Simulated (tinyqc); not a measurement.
Inside a calculation: five-level k.p model folded onto the conduction band. Values are carried at full precision from step to step, so a last printed digit may differ when a step is redone from the rounded ones.

Second-order sums for the lowest conduction level at E: 1/m = 1 + Cm + (Ep/3)(2/E + 1/(E + Dso)) - (Ep2/3)(2/(E7 + D2 - E) + 1/(E7 - E)); g/2 = 1 + Cg - (Ep/3)(1/E - 1/(E + Dso)) - (Ep2/3)(1/(E7 - E) - 1/(E7 + D2 - E)). E is counted from the top of the valence band; E = Eg at the edge.

Constants: hbar^2/2m0 = 3.80998211 eV angstrom^2.

Values chosen for the exercise (near those of CdTe; not measured data): Eg = 1.629 eV (gap at Gamma to the s-like level); Dso = 0.934 eV (spin-orbit splitting); Ep = 19.1 eV (Kane energy); E7 = 5.23 eV (upper Gamma7 conduction level, from the valence top); D2 = 0.29 eV (its spin-orbit splitting, Gamma8 above Gamma7); Ep2 = 2.1 eV (Kane energy to the upper levels); Cm = -0.8 (remote term in 1/m); Cg = 0 (remote term in g/2); k = 0.071 1/angstrom (wave vector along z).

## Mass and g factor term by term

Evaluate at E = Eg.

Terms:
```
level           part of 1/m  part of g
free + remote        0.2000     2.0000
Gamma8 valence       7.8167    -7.8167
Gamma7 valence       2.4841     4.9681
Gamma8 upper        -0.3598     0.3598
Gamma7 upper        -0.1944    -0.3888
```

m = 0.1005 m0
g = -0.877

The valence levels give 10.30 to 1/m and the upper levels take 0.55 away. In g the two valence terms nearly cancel when Dso is small against Eg; here Dso/Eg = 0.57 and they leave -2.849, the upper pair -0.029.

## The matrix at one k

For k along z and one spin sector the level c couples to four states. With c0 = hbar^2/2m0, P = sqrt(Ep c0), P2 = sqrt(Ep2 c0): diagonal Eg + (1 + Cm) c0 k^2 for c, and 0, -Dso, E7 + D2, E7 for lh, so, G8 up, G7 up (their own dispersion is left out); couplings of c: sqrt(2/3) P k to lh, sqrt(1/3) P k to so, sqrt(2/3) P2 k to G8 up, sqrt(1/3) P2 k to G7 up (phases chosen real).

Fill in the matrix.

H (eV):
```
             c       lh        so    G8 up    G7 up
c      1.63284  0.49453   0.34968  0.16398  0.11595
lh     0.49453        0         0        0        0
so     0.34968        0  -0.93400        0        0
G8 up  0.16398        0         0  5.52000        0
G7 up  0.11595        0         0        0  5.23000
```

## Exact folding onto c

Solve E = H_cc + S(E), S(E) = sum_j H_cj^2/(E - H_jj), from E = H_cc, by plain substitution and by Newton steps on E - H_cc - S(E). The weight of c in the state is Z = 1/(1 - dS/dE). The exact level is the third eigenvalue of H from below.

Iterates (eV):
```
step  substitution   Newton
0          1.63284  1.63284
1          1.81960  1.80062
2          1.80044  1.80209
3          1.80224  1.80209
4          1.80207  1.80209
5          1.80209  1.80209
6          1.80209  1.80209
7          1.80209  1.80209
```

exact level = 1.80209 eV
Z = 0.9135

Substitution multiplies the error by about dS/dE = 1 - 1/Z = -0.095 a step, so it alternates; after 7 steps it is off by 1.3e-08 eV, while Newton is within 1e-5 eV from step 2 on.

## Loewdin series

Expanding E = H_cc + S(E) about Eg in powers of k^2, with s_n = sum_j H_cj^2/(Eg - H_jj)^n: order k^2: e2 = (1 + Cm) c0 k^2 + s1; order k^4: e4 = -s2 e2; order k^6: e6 = s3 e2^2 + s2^2 e2.

Give each order and the partial sums, counted from Eg.

s1 (eV), s2 (no unit), s3 (1/eV); (1 + Cm) c0 k^2 is H_cc - Eg: 0.18719  0.11359  0.06309

e2, e4, e6 (eV): 0.19103  -0.02170  0.00477

partial sums (eV): 0.19103  0.16934  0.17410

The exact value is 0.17309 eV; the errors of the partial sums are +17.95, -3.75 and +1.02 meV.

## Checks

- Curvature of the exact level at small k against the sum for 1/m: both 9.9465.

Computed by tinyqc, a small Python program: `OMP_NUM_THREADS=1 python tinyqc.py 1050023 1050024 out.jsonl` (the numbers bound the seed that draws the inputs); one thread of a shared host (Intel(R) Xeon(R) Processor @ 2.30GHz), about 0.01 s for the whole set of steps.
